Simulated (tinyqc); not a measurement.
Where the concentration falls to given levels: concentration-dependent dopant diffusion with charged defects and the built-in field. Computed by tinyqc, a small Python program. Command: `OMP_NUM_THREADS=1 python tinyqc.py 3003680 3003681 out.jsonl extrinsic walk`. One thread of a shared host (Intel(R) Xeon(R) Processor @ 2.30GHz), about 0.07 s of CPU time with the checks.

A constant source C_s feeds a half space. The dopant moves through neutral point defects and through charged ones, whose number grows with the majority carrier density n.

Inputs (values chosen for the exercise, modelled on antimony in silicon):
```
quantity                        value    unit
neutral prefactor D0x           0.238  cm^2/s
neutral activation energy E0     3.65      eV
singly charged prefactor D01     14.3  cm^2/s
activation energy E1             4.08      eV
surface concentration C_s     9.5e+19  1/cm^3
temperature T                     850       C
time t                           1600       s
```

Field enhancement: on.

Constants: k_B = 8.617333262e-05 eV/K.

Method:
- n_i = 3.87e16 T^1.5 exp(-7014/T) per cm^3 (T in kelvin, an empirical form); each D = prefactor x exp(-E/(k_B T)); the intrinsic diffusivity D_i is their sum.
- Temperatures in kelvin are T(C) + 273.15.
- n = C/2 + sqrt(C^2/4 + n_i^2); D(C) = h [Dx + D1 (n/n_i)], h = 1 + C/sqrt(C^2 + 4 n_i^2).
- With y = x/sqrt(D_s t), u = C/C_s and q = -(D/D_s) du/dy: du/dy = -q D_s/D, dq/dy = -(y/2) q D_s/D, u(0) = 1. The surface flux q(0) is shot so that u tends to 0 (LSODA, an adaptive multistep solver, relative tolerance 1e-10). Dose Q = 2 q(0) C_s sqrt(D_s t).
- For comparison, erfc profiles with a constant D: x = 2 sqrt(D t) erfc^-1(C/C_s), with D = D_i and D = D_s.

partial diffusivities (cm^2/s): Dx 9.96239e-18, D1 7.04100e-18

n_i = 2.82635e+18 1/cm^3

surface diffusivity D_s = 4.93235e-16 cm^2/s

intrinsic diffusivity D_i = 1.70034e-17 cm^2/s

Depth (nm):
```
C/C_s       D/D_s    full  erfc with D_i  erfc with D_s
8.00e-01  0.80805   3.627         0.5910          3.183
5.00e-01  0.52008   8.211         1.5733          8.474
2.00e-01  0.23157  12.257         2.9894         16.100
1.00e-01  0.13407  13.632         3.8368         20.665
3.00e-02  0.06291  14.803         5.0620         27.263
1.00e-02  0.04322  15.375         6.0084         32.361
1.00e-03  0.03530  16.225         7.6755         41.340
1.00e-04  0.03456  16.973         9.0752         48.878
```

What does the comparison show, and why?

The depth between C/C_s = 0.1 and 1e-4 spans 3.34 nm in the full profile, against 5.24 nm for D_i and 28.2 nm for D_s; the ratio of the depths at 1e-4 and at 0.5 is 2.07, against 5.77 for any erfc. The profile is box-like: fast diffusion in the heavily doped part feeds a front that moves slowly where D drops to D_i. Caution: at such a C_s dopants can cluster or exceed their solubility, which the model leaves out.
